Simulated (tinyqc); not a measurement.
Voltage acceleration of oxide breakdown, four models on the same data: one step of the calculation.

Field E = V/tox in MV/cm. Models: ln(t63/1 s) = a - c X with X = E (E model), -1/E (1/E model), ln V (power law, c the exponent n) or sqrt(E).

Question. Projection to use conditions. Project to Vu, multiply by exp[(Ea q/kB)(1/Tu - 1/Ts)] and by ks; ten years are 3.15576e8 s. The largest voltage for ten years solves the same relation for V.

Values chosen for this exercise: oxide thickness tox = 7.8 nm; use voltage Vu = 3.5 V; stress temperature Ts = 423 K; use temperature Tu = 378 K; activation energy Ea = 0.47 eV; factor for area and percentile ks = 2.5e-5.

Constants: q = 1.602176634e-19 C, kB = 1.380649e-23 J/K. Results are converted to the units shown.

```
model           c           a
E       4.3349672   46.536104
1/E     338.00238  -30.546699
power   38.460219   82.213254
sqrt E  25.855386   84.958383
```

Wanted: temperature factor; lifetime; largest voltage for ten years.

Answer.

temperature factor = 4.641

```
model   lifetime (years)  largest voltage for ten years (V)
E                  2.128                              3.222
1/E              1.030e8                              4.455
power               2214                              4.028
sqrt E             47.47                              3.702
```

The lifetimes span 7.68 decades, from the E model (most cautious) to the 1/E model; the allowed voltage spans 3.22 to 4.46 V. 3 of the four models pass ten years at Vu. Lifetimes beyond a thousand years are formal extrapolations.

Range of the model: All four laws are empirical fits; none is established far below the stress range.

tinyqc, about 0.01 s, one thread, Intel Xeon 2.30GHz (shared host): `OMP_NUM_THREADS=1 python tinyqc.py 2070095 2070096 out.jsonl`
